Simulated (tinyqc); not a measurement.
CCSD on RHF in the 6-31g basis, for H-, spin multiplicity 1, step by step. The basis has no diffuse functions, so it cannot describe the extra electron: this is an exercise in the method, not the real anion. One step of it, computed by the program tinyqc.

Problem. Iteration 1: building the Fock matrix. J_ij = sum D_kl (ij|kl), K_ij = sum D_kl (ik|jl); F = H + J - 0.5 K; E = tr D H + tr D J / 2 - 0.25 tr D K + E_nn.

D at the start:
```
          1H 1s     1H 2s
1H 1s  0.538108  0.600826
1H 2s  0.600826  0.670854
```

core Hamiltonian H = T + V (hartree):
```
           1H 1s      1H 2s
1H 1s  -0.257552  -0.482576
1H 2s  -0.482576  -0.398935
```

Two-electron integrals (ij|kl) in chemists' order, unique and non-zero (hartree):
```
(11|11) 1.076566   (21|11) 0.578470   (21|21) 0.329423   (22|11) 0.587396
(22|21) 0.361304   (22|22) 0.453150
```

nuclear repulsion = 0 hartree

Give: Coulomb J; exchange K; Fock matrix F; total energy of this density.

Solution.

Coulomb J (hartree):
```
       1H 1s  1H 2s
1H 1s  1.668  0.950
1H 2s  0.950  1.054
```

exchange K (hartree):
```
       1H 1s  1H 2s
1H 1s  1.495  1.105
1H 2s  1.105  0.915
```

Fock matrix F (hartree):
```
        1H 1s   1H 2s
1H 1s   0.663  -0.085
1H 2s  -0.085   0.198
```

total energy of this density = -0.29959 hartree

This density is the starting one; it is not idempotent, so its energy is not variational and may lie below the converged one.
